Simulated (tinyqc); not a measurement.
## Strained alloy layer of InAs and AlAs on (001) InP, model-solid band line-up: gaps, strain and offsets against composition

The layer is x parts of the first compound and 1 - x of the second, grown coherently on the third as substrate and barrier. Rows of the table: lattice constant a, average valence level Ea on an absolute scale, spin-orbit splitting so, gaps at Gamma, X and L, hydrostatic deformation potentials av and ac (Gamma), shear potential b, elastic constants, electron and heavy-hole (along z) masses. All are interpolated linearly in x; gaps get -C x (1 - x), taken wholly in the conduction band; real line-ups can differ from this model by 0.1 eV or more.

In-plane strain e = (a_substrate - a)/a, e_z = -2 (c12/c11) e, volume change 2 e + e_z. With v = 2 e + e_z and d = 2 b (e_z - e): Eav = Ea + av v; E_hh = Eav + so/3 - d/2; E_lh = Eav - so/6 + d/4 + sqrt(so^2 + so d + 9 d^2/4)/2; E_c = Ea + so/3 + EG + ac v (Gamma). Substrate: E_v = Ea + so/3, E_c = E_v + EG. Well depths: dEc = E_c(substrate) - E_c, dEhh = E_hh - E_v(substrate), dElh likewise; strained Gamma gap E_c - max(E_hh, E_lh); positive values confine carriers in the layer. Matthews-Blakeslee for 60-degree dislocations in a single layer: hc = k (ln(hc/bv) + 1), k = bv (1 - nu/4)/(4 pi |e| (1 + nu)), nu = c12/(c11 + c12), bv = a/sqrt(2); the larger root. The valence offset is the larger of dEhh and dElh; a dash marks |e| under 0.02 % or no root.

Inputs (values chosen for the exercise):
```
symbol  value  unit                  meaning
CG        0.7    eV  bowing of the Gamma gap
CX          0    eV      bowing of the X gap
CL          0    eV      bowing of the L gap
```

Binary compounds, values chosen for the exercise:
```
              close to InAs  close to AlAs  close to InP
a (angstrom)          6.058          5.661         5.869
Ea (eV)               -6.67          -7.49         -7.04
so (eV)               0.377           0.28          0.11
EG (eV)               0.352           3.04          1.33
EX (eV)                1.38           2.14          2.22
EL (eV)                1.06           2.33          1.94
av (eV)               0.996           2.49          1.26
ac (eV)               -5.14          -5.62         -5.03
b (eV)                -1.79          -1.51         -1.69
c11 (GPa)              84.5            123           102
c12 (GPa)              45.1           52.7          55.4
me (m0)              0.0231          0.148        0.0798
mh (m0)                0.33          0.471         0.528
```

Gaps, strain and offsets against composition:
columns A: x; B: e (%); C: relaxed Gamma gap (eV); D: lower of X and L gaps (eV); E: strained Gamma gap (eV); F: E_hh - E_lh (meV); G: dEc (eV); H: valence offset (eV); I: hc (nm)
```
A             B        C       D        E        F          G           H     I
0.3      1.5380   2.0866  1.9120   1.9014  -105.26   -0.52673   -0.044679  5.30
0.36     1.1213   1.9110  1.8664   1.7797  -75.920   -0.42831   -0.021435  8.15
0.41    0.77664   1.7686  1.8093   1.6799  -51.978   -0.34943  -5.1402e-4  13.2
0.47    0.36613   1.6023  1.7331   1.5619  -24.082   -0.25853    0.026666  33.9
0.53  -0.041046   1.4410  1.6569   1.4427   2.6425   -0.17171    0.058997   447
0.58   -0.37785   1.3104  1.5934   1.3254   23.820   -0.10246     0.10702  32.6
0.64   -0.77903   1.1584  1.5172   1.1872   47.711  -0.023079     0.16584  13.1
0.69    -1.1109   1.0355  1.4537   1.0742   66.227   0.039993     0.21585  8.25
0.75    -1.5062  0.89275  1.3775  0.94096   86.687    0.11200     0.27704  5.45
```

The relaxed Gamma gap falls from 2.09 to 0.893 eV and the strained one falls from 1.90 to 0.941 eV. The lattice matches the substrate at x = 0.524; the heavy hole is on top where the layer is compressed (e < 0) and the light hole where it is stretched. The relaxed alloy turns direct at x = 0.384. dEc rises from -0.527 to 0.112 eV and the valence offset rises from -0.0447 to 0.277 eV. At the largest strain listed, 1.54 %, strain changes the gap by -185 meV. For x = 0.3, 0.36 the lowest conduction valley of the relaxed alloy is X or L, so the gap and dEc listed hold for Gamma only.

Numbers from tinyqc (`OMP_NUM_THREADS=1 python tinyqc.py 2690145 2690146 out.jsonl`; about 0.01 s on one thread of a shared Intel Xeon 2.30GHz).
